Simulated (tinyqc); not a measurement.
# Threshold-voltage variability of a planar MOSFET, analytic estimates: effects of single changes

Three independent sources add in quadrature: random dopants in the depleted layer, metal-gate grains of two orientations, and roughness of the two gate edges acting through the roll-off VT = VT(long) - Vr exp(-L/l). These are first-order estimates: no three-dimensional electrostatics, no percolation.

Inputs (values chosen for the exercise); material values close to those of silicon:

| symbol | value | unit | meaning |
|---|---|---|---|
| T | 325 | K | temperature |
| Eg | 1.11 | eV | band gap |
| eps_r | 11.7 |  | relative permittivity of the semiconductor |
| Nc | 3.15e19 | cm^-3 | conduction-band density of states at T |
| Nv | 2.93e19 | cm^-3 | valence-band density of states at T |
| Na | 3.5e18 | cm^-3 | channel doping |
| ti | 1.1 | nm | oxide-equivalent thickness in inversion |
| L | 65 | nm | gate length |
| W | 240 | nm | gate width |
| G | 4 | nm | metal grain size |
| dW | 0.1 | eV | work-function difference of the two grain orientations |
| p | 0.5 |  | share of the orientation of higher work function |
| De | 0.7 | nm | rms roughness of one gate edge |
| La | 20 | nm | correlation length of the roughness |
| l | 12 | nm | decay length of the threshold roll-off |
| Vr | 2.4 | V | prefactor of the roll-off |

Constants: q = 1.602176634e-19 C, kB = 1.380649e-23 J/K, Vt = kB T/q, eps0 = 8.8541878128e-14 F/cm where lengths are in cm. Results are converted to the units shown.

Each table varies one quantity; the others keep the values above.

## Effect of the gate length

ni = sqrt(Nc Nv) exp(-Eg/(2 Vt)), Eg in volts; Cox = 3.9 eps0/ti; Wd = sqrt(4 eps0 eps_r Vt ln(Na/ni)/(q Na)); dopants: s1 = (q/Cox) sqrt(Na Wd/(3 L W)). Grains: Ng = L W/G^2 (at least 1), s2 = dW sqrt(p (1 - p)/Ng). Edges, with exponential correlation and u = W/La: the mean gate length has sL^2 = 2 De^2 (2/u)[1 - (1 - exp(-u))/u]; s3 = sL (Vr/l) exp(-L/l). s = sqrt(s1^2 + s2^2 + s3^2). l and Vr are held fixed.

Result of one run:

| L (nm) | s1 (mV) | s2 (mV) | s3 (mV) | s (mV) | s sqrt(L W) (mV um) |
|---|---|---|---|---|---|
| 140 | 4.158 | 1.091 | 6.636e-4 | 4.299 | 0.7880 |

What becomes of these results when the gate length L is changed from 140 to 82 nm, all else the same?

Result of the changed run:

| L (nm) | s1 (mV) | s2 (mV) | s3 (mV) | s (mV) | s sqrt(L W) (mV um) |
|---|---|---|---|---|---|
| 82 | 5.433 | 1.426 | 0.08337 | 5.618 | 0.7881 |

The whole series:

| L (nm) | s1 (mV) | s2 (mV) | s3 (mV) | s (mV) | s sqrt(L W) (mV um) |
|---|---|---|---|---|---|
| 39 | 7.878 | 2.067 | 3.001 | 8.680 | 0.8398 |
| 47 | 7.176 | 1.883 | 1.541 | 7.577 | 0.8048 |
| 57 | 6.516 | 1.710 | 0.6695 | 6.770 | 0.7919 |
| 68 | 5.966 | 1.566 | 0.2677 | 6.174 | 0.7887 |
| 82 | 5.433 | 1.426 | 0.08337 | 5.618 | 0.7881 |
| 99 | 4.945 | 1.297 | 0.02022 | 5.112 | 0.7880 |
| 120 | 4.491 | 1.179 | 0.003513 | 4.643 | 0.7880 |
| 140 | 4.158 | 1.091 | 6.636e-4 | 4.299 | 0.7880 |

As L goes from 39 to 140 nm, s falls from 8.68 to 4.30 mV. The dopants are the largest source in the first and the last row. The product s sqrt(L W) falls from 0.840 to 0.788 mV um: s1 and s2 go as 1/sqrt(L W), so the change comes from s3 alone.

## Effect of the correlation length of the roughness

Same model as above.

l and Vr are held fixed.

The same in every row: s1 (mV) = 6.1023; s2 (mV) = 1.6013.

Effect of the correlation length of the roughness:

| La (nm) | s3 (mV) | s (mV) | s sqrt(L W) (mV um) |
|---|---|---|---|
| 2 | 0.11306 | 6.3099 | 0.78810 |
| 5 | 0.17764 | 6.3114 | 0.78829 |
| 10 | 0.24853 | 6.3138 | 0.78859 |
| 20 | 0.34375 | 6.3182 | 0.78915 |
| 40 | 0.46363 | 6.3259 | 0.79010 |
| 80 | 0.59356 | 6.3367 | 0.79146 |
| 160 | 0.70509 | 6.3481 | 0.79288 |

As La goes from 2 to 160 nm, s rises from 6.31 to 6.35 mV. The dopants are the largest source in the first and the last row. The edge term s3 rises from 0.113 to 0.705 mV: a longer correlation averages out less along the width.

Computed by the program tinyqc: `OMP_NUM_THREADS=1 python tinyqc.py 2090133 2090134 out.jsonl`, one thread of a shared Intel Xeon 2.30GHz, about 0.01 s for the whole run.
